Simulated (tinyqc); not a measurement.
Energy and delay of logic against supply voltage: two steps of the calculation.

One expression serves below and above threshold: I(Vg) = Ik [ln(1 + exp((Vg - VT + dd V)/(al nf Vt)))]^al, with I_on = I(V) and I_off = I(0). Gate delay td = kd C V/I_on, clock period LD td. Per gate and cycle the switching energy is act C V^2 and the leakage energy I_off V LD td. No short-circuit current, no variation. Minima are sought above 0.09 V; below a few Vt gates no longer switch and the model has no meaning.

Parameters, values chosen for the exercise; values of the order met in logic technologies:
```
symbol  value  unit                               meaning
T         358     K                           temperature
VT       0.21     V  threshold voltage at zero drain bias
nf       1.32                                slope factor
dd       0.08         barrier lowering per volt of supply
Ik        1.4    uA            specific current of a gate
al       1.61                 exponent of the current law
C        0.32    fF            load capacitance of a gate
kd        0.8                                delay factor
LD         60                                 logic depth
act      0.01                             activity factor
V         0.5     V                        supply voltage
```

Constants: q = 1.602176634e-19 C, kB = 1.380649e-23 J/K, Vt = kB T/q. Results are converted to the units shown.

Question 1. Currents, delay and energies. I_on, I_off, td, clock frequency 1/(LD td), both energies and their sum.

Give: I_on; I_off; td; clock frequency; switching energy; leakage energy; energy.

Answer 1.

I_on = 18.92 uA
I_off = 20.31 nA
td = 6.764 ps
clock frequency = 2.464 GHz
switching energy = 0.8000 aJ
leakage energy = 4.121 aJ
energy = 4.921 aJ

I_on/I_off = 932; leakage makes up 83.7 % of the energy.

Question 2. New V. Minimum-energy supply: E(V) is the energy per gate and cycle; with h = 0.001 V, E' = (E(V + h) - E(V - h))/(2 h), E'' = (E(V - h) - 2 E(V) + E(V + h))/h^2, V(new) = V - E'/E''.

V at the start = 0.44 V

Find: E'; E''; V after iteration 1.

Answer 2.

E' = 2.9337 aJ/V
E'' = 60.191 aJ/V^2
V after iteration 1 = 0.39126 V

tinyqc, about 0.01 s, one thread, Intel Xeon 2.30GHz (shared host): `OMP_NUM_THREADS=1 python tinyqc.py 2082054 2082055 out.jsonl`
